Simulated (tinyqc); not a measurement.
# Precursor delivery and alloy composition in metal-organic vapour-phase epitaxy, step by step

A worked calculation. Computed by tinyqc, a small Python program that keeps every step. Command: `OMP_NUM_THREADS=1 python tinyqc.py 3013498 3013499 out.jsonl movpe walk`. One thread of a shared host (Intel(R) Xeon(R) Processor @ 2.30GHz), about 0.01 s of CPU time with the checks. Intermediate numbers are printed to about 6 digits and carried at full precision; extremes and crossings named in words are read from the listed rows.

Carrier gas leaves each bubbler saturated. Group-III species cross a boundary layer and react at the surface; element 2 can also desorb. The film is (1)_(1-x) (2)_x V with a zinc-blende cell.

Inputs (values chosen for the exercise, close to those used for InGaP from TEGa and TMIn):
```
quantity                                   value      unit
source 1: a in log10(p/torr) = a - b/T      8.08         -
source 1: b                                 2162         K
source 1: bath temperature                    21         C
source 1: carrier flow                        33      sccm
source 2: a                                10.52         -
source 2: b                                 3014         K
source 2: bath temperature                    22         C
source 2: carrier flow                        70      sccm
bubbler pressure p_b                        1000      torr
group-V hydride flow                         170      sccm
total flow                                    24       slm
reactor pressure p                           760      torr
diffusivity D0 at 273.15 K and 760 torr     0.33    cm^2/s
boundary layer delta                           1        cm
prefactor of the surface rate k_s        2.1e+13      cm/s
energy of k_s                               1.98        eV
prefactor of the loss of element 2       8.6e+14  layers/s
energy of the loss                          3.07        eV
lattice constant a                          5.65  angstrom
growth temperature T                         700         C
```

Constants: k_B = 1.380649e-23 J/K; k_B = 8.617333262e-05 eV/K.

## Molar flows

Temperatures in kelvin are T(C) + 273.15. Vapour pressure p_v = 10^(a - b/T); precursor flow = carrier flow x p_v/(p_b - p_v); 1 sccm = 44.615 micromol/min; V/III = hydride flow over the sum of both; gas share x_g = F2/(F1 + F2).

vapour pressures (torr): source 1 5.37042, source 2 2.03350

molar flows (micromol/min): F1 7.94954, F2 6.36365

V/III ratio = 529.899

gas share x_g = 0.444600

The slope of F2 with the temperature of bath 2 is b ln(10)/T^2 x p_b/(p_b - p_v) = 8.0 % per kelvin.

## Transport to the surface

Partial pressure p_i = p F_i/(44615 x total flow in slm); density n_i = p_i/(k_B T), 1 torr = 133.322 Pa; D = D0 (T/273.15)^1.75 (760/p), h = D/delta, the same for both; k_s = prefactor x exp(-energy/(k_B T)); arrival J_i = n_i/(1/h + 1/k_s); in layers per second g_i = J_i a^2/2 (two group-III sites per a^2 on (001)).

densities (1/cm^3): n1 5.59889e+13, n2 4.48194e+13

h = 3.04878 cm/s

k_s = 1169.87 cm/s

arrival rates (layers/s): g1 0.271747, g2 0.217535

Growth is transport-limited.

## Composition and growth rate

Loss of element 2 is r x with r = prefactor x exp(-energy/(k_B T)). Then x = (g2 - r x)/(g1 + g2 - r x), or r x^2 - (g1 + g2 + r) x + g2 = 0, smaller root; growth rate G = g1/(1 - x) layers/s; one layer is a/2 thick, 1 angstrom/s = 0.36 um/h. Distribution coefficient = [x/(1 - x)]/[x_g/(1 - x_g)], x_g = g2/(g1 + g2).

loss rate r = 0.108515 layers/s

solid share x = 0.391753

growth rate G = 0.454366 um/h

distribution coefficient = 0.804578

19.5 % of element 2 is lost again. Caution: the lattice constant is held fixed as x changes, delta does not respond to the flow, both precursors share one D and k_s, and gas-phase side reactions are left out.

## Three regimes over temperature

The formulas are those given above.

Growth:
```
T (C)        k_s/h  r (layers/s)         x  G (um/h)
450    1.83966e-01   3.45979e-07  0.444599  0.062043
500    1.27737e+00   8.36958e-06  0.444591  0.235478
550    6.96093e+00   1.37488e-04  0.444511  0.384697
600    3.10485e+01   1.63912e-03  0.443677  0.444840
650    1.17142e+02   1.49404e-02  0.436739  0.468851
700    3.83716e+02   1.08515e-01  0.391753  0.454366
750    1.11438e+03   6.49314e-01  0.223302  0.370079
800    2.91865e+03   3.28865e+00  0.065134  0.318844
850    6.99071e+03   1.44162e+01  0.016491  0.313667
```

G peaks at 650 C among these rows. Between the first rows the apparent energy is 1.29 eV, against 1.98 eV for k_s, as control is already mixed; k_s passes h between 450 and 500 C, well above which G depends weakly on T until desorption sets in. Among these rows x stays within 2 % of x_g up to 650 C and then falls, to 0.016 in the last row, as element 2 desorbs. Caution: in these rows, too, a is fixed and both precursors share one D and k_s.

Checks made by the program: balance of element 2 (relative difference below 1e-10).
